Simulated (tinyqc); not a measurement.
Worked calculation: six-band hole subbands of a thin body in a field. Values are carried at full precision from step to step, so a last printed digit may differ when a step is redone from the rounded ones.

Constants: hbar^2/2m0 = 3.80998211 eV angstrom^2.

Inputs chosen for the exercise (near those of a p-type Ge channel; shifted at random, so the results belong to these values and not to a real crystal):

| symbol | value | unit | meaning |
|---|---|---|---|
| g1 | 13.34 |  | Luttinger gamma1 |
| g2 | 4.25 |  | gamma2 |
| g3 | 5.66 |  | gamma3 |
| face | 001 |  | surface |
| Dso | 0.288 | eV | spin-orbit splitting |
| b | -2.53 | eV | tetragonal potential |
| d | -5.2 | eV | trigonal potential |
| S | (9.8, -2.62, 14.7) | 1/TPa | compliances s11, s12, s44 |
| t | 75 | angstrom | body thickness |
| F | 0 | MV/cm | field across the body |
| sx | 0 | GPa | stress along the channel [1-10], negative in compression |
| kmax | 0.1 | 1/angstrom | end of the path |

## Confinement masses without spin-orbit coupling

C(n n^T)/c has C_XX = (g1 + 4 g2) nx^2 + (g1 - 2 g2)(ny^2 + nz^2) and C_XY = 6 g3 nx ny, n the unit normal; its eigenvalues are the inverse masses along n.

C(n n^T)/c, lower triangle:
```
        X       Y        Z
X  4.8400
Y       0  4.8400
Z       0       0  30.3400
```

masses (m0): 0.2066  0.2066  0.0330

## The matrix for one sine at q = 0

Basis X, Y, Z times spin, hole energies counted downwards from the unstrained edge (the hydrostatic shift is left out), c = hbar^2/2m0. For a symmetric tensor T let C(T) have C_XX = L Txx + M (Tyy + Tzz), C_XY = N Txy (cyclic), L = c (g1 + 4 g2), M = c (g1 - 2 g2), N = 6 c g3. k = q + kz n, n the unit normal, q = k1 u + k2 v with u along the channel [1-10] and v = n x u. H = C(k k^T) + (Dso/3)(1 - L.sigma) - B + e F z with (L_k)_ij = -i epsilon_kij; B is the block C built from the traceless strain with 2b, -b and sqrt(3) d in place of L, M, N. Strain: exx = eyy = (s11 + s12) sx/2, ezz = s12 sx, exy = -s44 sx/4. Hard walls at z = 0 and t; basis sin(j pi z/t), j = 1 to Nz: kz^2 = (j pi/t)^2, kz = -i D with D_jl = 4 j l/(t (j^2 - l^2)), z_jj = t/2 and z_jl = -8 t j l/(pi (j^2 - l^2))^2 for j + l odd; 1 MV/cm = 0.01 eV/angstrom.

Nz = 1, in meV.

H (meV), lower triangle (Hermitian):
```
         X+       Y+      Z+      X-      Y-      Z-
X+   128.36
Y+  -96.00i   128.36
Z+        0        0  298.82
X-        0        0   96.00  128.36
Y-        0        0  96.00i  96.00i  128.36
Z-   -96.00  -96.00i       0       0       0  298.82
```

## Its levels

Diagonalise; the levels come in pairs. Give each pair and its weights on X, Y, Z, summed over spin and averaged over the pair.

levels (meV): 32.36  120.81  402.37

weights:
```
   pair 1  pair 2  pair 3
X   0.500   0.316   0.184
Y   0.500   0.316   0.184
Z   0.000   0.368   0.632
```

## More sines

The four lowest pairs at q = 0.

Hole energies (meV):

| Nz | pair 1 | pair 2 | pair 3 | pair 4 |
|---|---|---|---|---|
| 1 | 32.36 | 120.81 | 402.37 | - |
| 2 | 32.36 | 120.81 | 129.42 | 291.49 |
| 4 | 32.36 | 120.81 | 129.42 | 291.20 |
| 8 | 32.36 | 120.81 | 129.42 | 291.20 |
| 16 | 32.36 | 120.81 | 129.42 | 291.20 |

One sine is exact for the top subband, since without a field nothing joins different j at q = 0. The second pair lies 88.5 meV deeper.

## Dispersion of the top subband

Nz = 14; the two lowest levels (spin-split where the field breaks inversion), in meV from their value at q = 0.

Energies (meV):

| \|q\| (1/angstrom) | u a | u b | v a | v b | [100] a | [100] b |
|---|---|---|---|---|---|---|
| 0.025 | 21.58 | 21.58 | 21.58 | 21.58 | 26.13 | 26.13 |
| 0.050 | 26.58 | 26.58 | 26.58 | 26.58 | 40.47 | 40.47 |
| 0.075 | 39.49 | 39.49 | 39.49 | 39.49 | 67.45 | 67.45 |
| 0.100 | 63.98 | 63.98 | 63.98 | 63.98 | 119.05 | 119.05 |

From the mean of each pair in the first row, c q^2/E gives 0.11 m0 along u, 0.11 m0 along v and 0.09 m0 along [100]. Without a field each pair stays degenerate. These masses hold for the first row only: the band bends further out.

## Checks

- Top level at q = 0 on (001) without field and stress against c (g1 - 2 g2)(pi/t)^2, eV: both 0.03236.
- Hermiticity, and E(q) against E(-q): they agree to 1e-10 or better.

Computed by tinyqc, a small Python program: `OMP_NUM_THREADS=1 python tinyqc.py 1280678 1280679 out.jsonl` (the numbers bound the seed that draws the inputs); one thread of a shared host (Intel(R) Xeon(R) Processor @ 2.30GHz), about 0.4 s for the whole set of steps.
